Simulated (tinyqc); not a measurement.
Elastic trap-assisted tunnelling through a dielectric: two steps of the calculation.

Emitter at x = 0 (Fermi level 0), collector at x = t (Fermi level -V), band edge U(x) = phi - F x, F = V/t. A trap at x has the energy E = U(x) - Et. With G(u) = (4/(3 F)) sqrt(mo/C) max(u, 0)^1.5, C = hbar^2/(2 m0): S1 = G(phi - E) - G(Et), S2 = G(Et) - G(phi - V - E), T1,2 = exp(-S1,2). The steady rate through one trap is nu T1 T2 (f1 - f2)/(T1 + T2), f1 = f(E), f2 = f(E + V), f(y) = 1/(1 + exp(y/Vt)); both contacts offer states at E.

Values chosen for this exercise; dielectric values close to those of silicon dioxide: temperature T = 300 K; barrier above the emitter Fermi level phi = 3.15 eV; tunnelling mass mo = 0.52 m0; thickness t = 5 nm; trap depth below the band edge of the dielectric Et = 2.33 eV; trap density Nt = 3e18 cm^-3; attempt frequency nu = 1e14 1/s; points of the grid n = 11; voltage V = 1.86 V; left end of the grid xa = 1.73 nm; right end of the grid xb = 2.79 nm.

Constants: q = 1.602176634e-19 C, kB = 1.380649e-23 J/K, hbar = 1.054571817e-34 J s, m0 = 9.1093837015e-31 kg, Vt = kB T/q, hbar^2/(2 m0) = 0.0380998212 eV nm^2. Results are converted to the units shown.

Question 1. Rate through a trap near the best position. n equally spaced x from xa to xb, where nearly all of the current flows; J = q Nt times the integral of the rate, by Simpson's rule.

Wanted: x; E; S1; S2; f1 - f2; rate; J.

Answer 1.

| point | x (nm) | E (eV) | S1 | S2 | f1 - f2 | rate (1/s) |
|---|---|---|---|---|---|---|
| 0 | 1.730 | 0.1764 | 20.80 | 31.53 | 0.001085 | 0.002189 |
| 1 | 1.836 | 0.1370 | 22.16 | 30.70 | 0.004968 | 0.02306 |
| 2 | 1.942 | 0.0976 | 23.52 | 29.85 | 0.02244 | 0.2428 |
| 3 | 2.048 | 0.0581 | 24.89 | 28.99 | 0.09543 | 2.411 |
| 4 | 2.154 | 0.0187 | 26.28 | 28.11 | 0.3266 | 17.38 |
| 5 | 2.260 | -0.0207 | 27.67 | 27.22 | 0.6903 | 40.57 |
| 6 | 2.366 | -0.0602 | 29.07 | 26.32 | 0.9111 | 20.40 |
| 7 | 2.472 | -0.0996 | 30.47 | 25.40 | 0.9792 | 5.676 |
| 8 | 2.578 | -0.1390 | 31.89 | 24.47 | 0.9954 | 1.408 |
| 9 | 2.684 | -0.1784 | 33.31 | 23.53 | 0.9990 | 0.3402 |
| 10 | 2.790 | -0.2179 | 34.75 | 22.58 | 0.9998 | 0.08122 |

J = 4.671e-7 A/cm^2

Question 2. The best-placed trap against direct tunnelling. At x = xs: E, S1, S2 and the occupation (T1 f1 + T2 f2)/(T1 + T2). Direct tunnelling at E = 0 has S = (4/(3 F)) sqrt(mo/C) [phi^1.5 - max(phi - V, 0)^1.5].

xs = 2.26 nm

Give: E; S1; S2; occupation; S of direct tunnelling.

Answer 2.

E = -0.020720 eV
S1 = 27.666
S2 = 27.224
occupation = 0.27012
S of direct tunnelling = 54.628

Range of the model: Phonon-assisted (inelastic) capture, chains of traps and a spread of trap depths are left out.

Computed by the program tinyqc: `OMP_NUM_THREADS=1 python tinyqc.py 2370040 2370041 out.jsonl`, one thread of a shared Intel Xeon 2.30GHz, about 0.03 s for the whole run.
